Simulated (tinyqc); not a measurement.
Phonon polaritons: single-oscillator infrared dielectric function of a polar cubic crystal. Computed by tinyqc, a small Python program. Command: `OMP_NUM_THREADS=1 python tinyqc.py 3026424 3026425 out.jsonl infrared walk`. One thread of a shared host (Intel(R) Xeon(R) Processor @ 2.30GHz), about 0.01 s of CPU time with the checks.

One ion pair, charges +Z* and -Z*, in a cell of volume Omega = a^3/4. Frequencies omega are given as wavenumbers (1/cm); eps_s is the static dielectric constant.

Inputs (values chosen for the exercise, for a model crystal): lattice constant a = 6.31 angstrom; mass M_A = 9 u; mass M_B = 20.9 u; omega_TO = 316 1/cm; Born charge Z* = 2.36 e; eps_inf = 13.3.

Structure: zinc blende. Free carriers: absent.

Constants: nu for 1 eV/(angstrom^2 u) = 15.6333042 THz; 1 THz = 33.35640952 1/cm; e^2/(4 pi eps_0) = 14.39964548 eV angstrom.

Method. mu = M_A M_B/(M_A + M_B); ionic plasma term W^2 = 4 pi Z*^2 (e^2/(4 pi eps_0))/(Omega mu) in eV/(angstrom^2 u), turned into 1/cm by W = 15.6333042 x 33.35640952 x sqrt(W^2); omega_LO^2 = omega_TO^2 + W^2/eps_inf; eps_s = eps_inf + W^2/omega_TO^2; Szigeti charge 3 Z*/(eps_inf + 2); longitudinal (Callen) charge Z*/eps_inf. Transverse waves without damping obey Q^2 = omega^2 eps(omega), Q = wave vector/(2 pi) in 1/cm: eps_inf omega^4 - (eps_inf omega_LO^2 + Q^2) omega^2 + Q^2 omega_TO^2 = 0.

eps_s = 20.2459

omega_LO = 389.879 1/cm

Branches (1/cm):
```
Q      lower branch  upper branch  Q/sqrt(eps_s)  Q/sqrt(eps_inf)
140           31.06         390.5           31.1             38.4
430           94.01         396.3           95.6            117.9
850          175.86         418.8          188.9            233.1
1400         248.98         487.2          311.1            383.9
2100         287.34         633.3          466.7            575.8
3600         307.04        1016.0          800.1            987.1
7100         313.79        1960.6         1577.9           1946.9
14000        315.44        3845.7         3111.4           3838.9
```

What does the comparison show, and why?

The lower branch starts as light slowed by sqrt(eps_s) (0.998 of that line) and ends at 0.998 omega_TO; the upper starts at 1.002 omega_LO and ends at 1.002 of the light line with eps_inf. No branch lies between omega_TO and omega_LO.
